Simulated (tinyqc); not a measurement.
Rigid-ion and shell models of the dielectric response of an ionic crystal: one step, computed by the program tinyqc.

Charges +Z and -Z; 8 nearest neighbours, Madelung constant M = 1.762675, volume per ion pair Omega = 1.539601 d^3. Energy per pair U = -M Z^2 e2/d + 8 A exp(-d/rho), e2 = e^2/(4 pi eps_0). In the shell model the anion is a core of charge Y - Z and a massless shell of charge -Y, joined by the spring k; the repulsion acts on the shell. Each ion feels the Lorentz field E + (4 pi/3) P (Gaussian units).

Question. Shell model: electronic response. Eliminating the shell gives the anion polarisability alpha_- = Y^2 e2/(k + R), the Szigeti charge Z_S = Z - Y R/(k + R) and the softened spring R' = k R/(k + R). With b = 4 pi (alpha_+ + alpha_-)/(3 Omega): eps_inf = (1 + 2b)/(1 - b) (Clausius-Mossotti); Born charge Z* = Z_S (eps_inf + 2)/3.

Inputs (values chosen for the exercise, for a model crystal): ionic charge Z = 2 e; shell charge size Y = 2.11 e; core-shell spring k = 29.1 eV/angstrom^2; cation polarisability alpha_+ = 0.64 angstrom^3.

Structure: caesium chloride.

repulsive spring R = 16.97799 eV/angstrom^2

volume Omega = 21.81997 angstrom^3

Constants: e^2/(4 pi eps_0) = 14.39964548 eV angstrom.

Give: anion polarisability alpha_-; Szigeti charge Z_S; softened spring R'; b; eps_inf; Born charge Z*.

Answer.

anion polarisability alpha_- = 1.3913 angstrom^3

Szigeti charge Z_S = 1.2225 e

softened spring R' = 10.722 eV/angstrom^2

b = 0.38995

eps_inf = 2.9176

Born charge Z* = 2.0040 e

Overlap pushes the shell back and lowers the effective charge to 61 % of Z; the local field then raises the Born charge to 100 % of Z.
